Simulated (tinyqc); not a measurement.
## Schottky diode by thermionic emission with image-force lowering and series resistance: a Richardson plot

Metal on an n-type semiconductor with one parabolic valley; V > 0 is forward bias (metal positive). I = I0 [exp(Vj/(n Vt)) - 1] with Vj = V - I Rs; I0 = S A* T^2 exp(-(phi - dphi)/Vt), the lowering dphi taken at zero bias.

A* = 4 pi q me m0 kB^2/h^3 (times 1e-4 for A/(cm^2 K^2)); Nc = 2 (2 pi me m0 kB T/h^2)^1.5 (times 1e-6 for cm^-3); xi = Vt ln(Nc/Nd), Vbi = phi - xi; surface field Em = sqrt(2 q Nd (Vbi - V - Vt)/(eps0 eps_r)); dphi = sqrt(q Em/(4 pi eps0 eps_r)). Here V = 0 in Em; phi is held fixed.

Parameters, values chosen for the exercise; band and dielectric values close to those of gallium nitride:

| symbol | value | unit | meaning |
|---|---|---|---|
| me | 0.199 | m0 | electron mass |
| eps_r | 9.35 |  | relative permittivity |
| phi | 1.05 | eV | barrier height seen from the metal |
| Nd | 1.3e17 | cm^-3 | donor density |
| S | 1.2e-5 | cm^2 | area |

Constants: q = 1.602176634e-19 C, kB = 1.380649e-23 J/K, h = 6.62607015e-34 J s, m0 = 9.1093837015e-31 kg, Vt = kB T/q, eps0 = 8.8541878128e-14 F/cm where lengths are in cm. Results are converted to the units shown.

A Richardson plot:

| T (K) | dphi (meV) | I0 (A) | ln(I0/(S T^2)) | 1/Vt (1/V) |
|---|---|---|---|---|
| 200 | 58.692 | 1.2024e-24 | -54.344 | 58.023 |
| 240 | 58.442 | 2.4916e-20 | -44.769 | 48.352 |
| 280 | 58.177 | 3.1632e-17 | -37.931 | 41.445 |
| 320 | 57.896 | 6.9692e-15 | -32.803 | 36.264 |
| 360 | 57.600 | 4.7584e-13 | -28.815 | 32.235 |
| 400 | 57.291 | 1.4269e-11 | -25.625 | 29.011 |
| 450 | 56.886 | 4.3841e-10 | -22.436 | 25.788 |

I0 grows by 14.6 decades. The line through the end rows has the slope -0.9899 eV and the intercept ln(22.0 A/(cm^2 K^2)), against phi = 1.05 eV and A* = 23.9. The difference comes from the lowering: dphi falls from 58.7 to 56.9 meV.

tinyqc, about 0.01 s, one thread, Intel Xeon 2.30GHz (shared host): `OMP_NUM_THREADS=1 python tinyqc.py 2640009 2640010 out.jsonl`
